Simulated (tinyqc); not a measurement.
Resistance of a tapered via with liner, size effect and interface: two steps of the calculation.

A round via whose diameter grows from db at the bottom as D(z) = db + 2 z/tan(ang). The fill, of diameter D - 2 tl, starts above the bottom liner (thickness fb tl) and has rho = rho0 (1 + ks lam/(D - 2 tl)); the sidewall liner conducts in parallel with it. The bottom liner and the interface are crossed over the full area pi db^2/4. Spreading in the lines above and below is left out.

Parameters, values chosen for the exercise; fill metal close to ruthenium:
```
symbol    value      unit                                               meaning
db           12        nm                                diameter at the bottom
hv           33        nm                                                height
ang          88   degrees                                        sidewall angle
rho0        7.9   uohm cm                          bulk resistivity of the fill
lam        6.48        nm                            mean free path of the fill
ks          1.4                                              size-effect factor
tl          0.1        nm                                 liner on the sidewall
fb          0.7                   liner at the bottom over that on the sidewall
rl          370   uohm cm                              resistivity of the liner
ri      3.9e-12  ohm cm^2                   interface resistivity at the bottom
Sb       1.5e15     S/m^2  ballistic conductance per area, about 3/(4 rho0 lam)
```

Question 1. Slices of the via. Slices between z0 = fb tl and hv, evaluated at their midpoints: conductance per length pi/4 [(D - 2 tl)^2/rho + (D^2 - (D - 2 tl)^2)/rl], slice resistance = slice height over that. 6 slices.

Wanted: z; D; rho; slice resistance.

Answer 1.

```
slice  z (nm)  D (nm)  rho (uohm cm)  slice resistance (ohm)
0      2.8142  12.197         13.874                  6.7282
1      8.3025  12.580         13.689                  6.2341
2      13.791  12.963         13.515                  5.7911
3      19.279  13.346         13.352                  5.3924
4      24.767  13.730         13.197                  5.0325
5      30.256  14.113         13.051                  4.7066
```

Question 2. Total resistance. R_fill = sum of the slices; R_bottom = rl fb tl/(pi db^2/4); R_interface = ri/(pi db^2/4); ballistic (Sharvin) limit 1/(Sb pi (db - 2 tl)^2/4); ideal cylinder rho0 hv/(pi db^2/4).

slice resistance, slice 0 to 5 (ohm): 6.7281619  6.2340812  5.7910535  5.3924094  5.0325194  4.7066073

Wanted: parts; R; shares; ballistic limit; ideal cylinder.

Answer 2.

parts (ohm): fill 33.885, bottom liner 2.2901, interface 3.4484
R = 39.623 ohm
shares (%): fill 85.518, bottom liner 5.780, interface 8.703
ballistic limit = 6.0961 ohm
ideal cylinder = 23.051 ohm

The fill is the largest part, and R is 1.72 times the ideal cylinder. With 2000 slices R = 39.634 ohm.

Program tinyqc, `OMP_NUM_THREADS=1 python tinyqc.py 2750159 2750160 out.jsonl`; Intel Xeon 2.30GHz, shared host, one thread, about 0.01 s.
